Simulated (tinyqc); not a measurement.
Implant damage, amorphisation by cascade overlap, and solid-phase epitaxial regrowth: one step, computed by the program tinyqc.

Range and width of the damage are inputs. Dynamic annealing enters only through the surviving share f.

Question. The amorphous layer. Displaced share x(z) = f nu Q exp(-(z - R_d)^2/(2 s_d^2))/(sqrt(2 pi) s_d N); the layer is amorphous where x > x_c, between R_d -/+ s_d sqrt(2 ln(x_max/x_c)), the upper edge being cut at the surface. Threshold dose Q_c = Q x_c/x_max.

Inputs (values chosen for the exercise, modelled on phosphorus ions in silicon):
```
quantity                           value    unit
atomic density N                    49.9  1/nm^3
depth of the damage peak R_d          41      nm
width of the damage profile s_d       24      nm
share of defects that survive f     0.33       -
critical displaced share x_c        0.11       -
dose Q                           3.8e+15  1/cm^2
```

displacements per ion nu = 833.1407

Give: peak displaced share x_max; threshold dose Q_c; upper edge; lower edge.

Answer.

peak displaced share x_max = 3.480

threshold dose Q_c = 1.201e+14 1/cm^2

upper edge = 0 nm

lower edge = 104.1 nm

The layer reaches the surface. Caution: x above 1 counts atoms displaced more than once.
